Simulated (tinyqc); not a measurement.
Polarisation charge from two barrier thicknesses.

Inverse problem. VT = phiB - dEc - q sigma d/(eps0 eps_r). Find sigma, phiB - dEc and the thickness at which VT = 0.

Inputs (values chosen for the exercise):
- eps_r = 9 (relative permittivity of barrier and channel)

Constants: q = 1.602176634e-19 C, eps0 = 8.8541878128e-14 F/cm where lengths are in cm. Results are converted to the units shown.

VT for d = 12 and 22 nm (V): -3.9047826  -7.8173514

Answer. VT is linear in d.

sigma = 1.95e13 cm^-2
phiB - dEc = 0.790 V
thickness for VT = 0 = 2.02 nm

Computed by the program tinyqc: `OMP_NUM_THREADS=1 python tinyqc.py 2570040 2570041 out.jsonl`, one thread of a shared Intel Xeon 2.30GHz, about 0.02 s for the whole run.
